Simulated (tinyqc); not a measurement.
# Changing the miscut angle

Model: epitaxial growth on a vicinal surface: Burton-Cabrera-Frank step flow, step-edge barrier and island nucleation. Computed by tinyqc, a small Python program. Command: `OMP_NUM_THREADS=1 python tinyqc.py 3018359 3018360 out.jsonl stepflow sweep`. One thread of a shared host (Intel(R) Xeon(R) Processor @ 2.30GHz), about 0.02 s of CPU time with the checks.

Adatoms land at rate F, hop on a square grid (a simplification for hexagonal faces), desorb, or join steps. Lengths are in units of a and n is the adatom coverage. Steps ascend at x = 0 and descend at x = l.

Inputs (values chosen for the exercise, close to those used for GaN(0001)): site spacing a = 3.19 angstrom; step height h = 2.59 angstrom; diffusion barrier E_d = 1.23 eV; desorption energy E_a = 2.94 eV; adatom formation energy E_f = 1.09 eV; step-edge barrier E_s = 0.22 eV; attempt frequency nu = 1 THz; deposition rate F = 0.083 layers/s; temperature T = 780 C; critical nucleus size i = 3; binding energy of the critical nucleus E_i = 0.96 eV.

Constants: k_B = 8.617333262e-05 eV/K.

Method:
- D = nu exp(-E_d/(k_B T)) (a^2/s, nu counted per direction); tau = exp(E_a/(k_B T))/nu; x_s = sqrt(D tau); n_eq = exp(-E_f/(k_B T)); terrace width l = h/(a tan(miscut)); Schwoebel length l_s = exp(E_s/(k_B T)) - 1.
- Temperatures in kelvin are T(C) + 273.15.
- D n'' - n/tau + F = 0 with n(0) = n_eq and -l_s n'(l) = n(l) - n_eq. With u = n - F tau, A = n_eq - F tau, y = l/x_s, s = l_s/x_s: u = A cosh(x/x_s) + B sinh(x/x_s), B = A (1 - cosh y - s sinh y)/(sinh y + s cosh y). Flux into the ascending step J+ = D B/x_s, over the descending one J- = -(D/x_s)(A sinh y + B cosh y); step velocity J+ + J-; growth rate (J+ + J-)/l. For small y: J+ + J- = (F - n_eq/tau) l, J-/J+ = l/(l + 2 l_s).
- The coverage peaks where n' = 0, tanh(x/x_s) = -B/A.
- Island density on a flat surface without desorption: N = 0.25 (F/D)^(i/(i+2)) exp(E_i/((i+2) k_B T)) per site, with E_i = 0 for i = 1; spacing l_n = N^(-1/2). Step flow needs an effective width l_eff = 2 x(peak) below l_n.

One run for each value:
```
miscut angle (degrees)  ratio l_eff/l_n  growth rate (layers/s)  peak coverage  terrace width l (a)
0.03                             15.606                0.082889     1.9418e-02           1.5506e+03
0.062                             7.603                0.082973     4.6198e-03           7.5031e+02
0.13                              3.678                0.082994     1.0859e-03           3.5784e+02
0.26                              1.886                0.082998     2.9012e-04           1.7892e+02
0.55                              0.937                0.083000     7.6232e-05           8.4578e+01
1.1                               0.506                0.083000     2.6484e-05           4.2285e+01
2.3                               0.270                0.083000     1.1913e-05           2.0215e+01
4.8                               0.147                0.083000     7.7936e-06           9.6688e+00
10                                0.078                0.083000     6.5635e-06           4.6046e+00
```

Over the rows, ratio l_eff/l_n falls from 15.6 to 0.0778 (exponent d ln y / d ln x -0.99 between the first rows and -0.86 between the last); growth rate (layers/s) rises from 0.082889 to 0.083000; peak coverage falls from 0.0194 to 6.56e-6 (exponent d ln y / d ln x -2.0 between the first rows and -0.23 between the last). At the low end the exponent of ratio l_eff/l_n is -0.99, close to -1: terraces narrow as the miscut grows. The exponent of growth rate stays at 0: the steps stand close against x_s, so their spacing does not matter. At the low end the exponent of peak coverage is -1.98, close to -2: the excess coverage scales as F l^2/D.

Caution (rows 0.0300, 0.0620, 0.130, 0.260): twice the distance from the ascending step to the coverage peak exceeds the expected island spacing [0.25 (F/D)^(i/(i+2)) exp(E_i/((i+2) k_B T))]^(-1/2) by 40 % or more, so islands nucleate and the step-flow values are formal. Caution (all rows): the prefactor 0.25 and the criterion are estimates, good to a factor of about two in length. Caution (rows 4.80, 10.0): terraces under ten sites wide are at the edge of a continuum description.

Extremes, crossings and ranges named in words are read from the listed rows.
